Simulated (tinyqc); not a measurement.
# Doping and flat-band voltage from two insulator thicknesses

Problem. A junctionless wire is fully depleted at VT = Vfb - q Nd R^2/(4 eps0 eps_r) - q Nd R^2 ln(1 + tox/R)/(2 eps0 eox). Find Nd and Vfb.

Values chosen for this exercise; material values those of a made-up semiconductor:
```
symbol,value,unit,meaning
eps_r,11.5,,relative permittivity of the semiconductor
eox,9,,relative permittivity of the gate insulator
R,5,nm,wire radius
```

Constants: q = 1.602176634e-19 C, eps0 = 8.8541878128e-14 F/cm where lengths are in cm. Results are converted to the units shown.

VT at tox = 4.9 and 11 nm (V): [0.17595639, -0.089468663]

Answer. The difference of the thresholds is proportional to Nd and holds no Vfb.

Nd = 2.200e19 cm^-3
Vfb = 0.7700 V

Computed by the program tinyqc: `OMP_NUM_THREADS=1 python tinyqc.py 2460032 2460033 out.jsonl`, one thread of a shared Intel Xeon 2.30GHz, about 0.01 s for the whole run.
